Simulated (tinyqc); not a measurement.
Inside a calculation. Method: RKS/LDA (PW92) in the sto-6g basis, for H3+, spin multiplicity 1. One step of it, computed by the program tinyqc.

Problem. Orthogonalisation. S = U s U^T; symmetric (Loewdin) form X = U s^(-1/2) U^T, so that X^T S X = 1.

overlap S, lower triangle:
```
          1H 1s     2H 1s     3H 1s
1H 1s  1.000000
2H 1s  0.431260  1.000000
3H 1s  0.431247  0.100787  1.000000
```

Give: eigenvalues of S; X.

Solution.

eigenvalues of S: 0.438  0.899  1.662

X, lower triangle:
```
        1H 1s  2H 1s  3H 1s
1H 1s   1.173
2H 1s  -0.259  1.084
3H 1s  -0.259  0.029  1.084
```
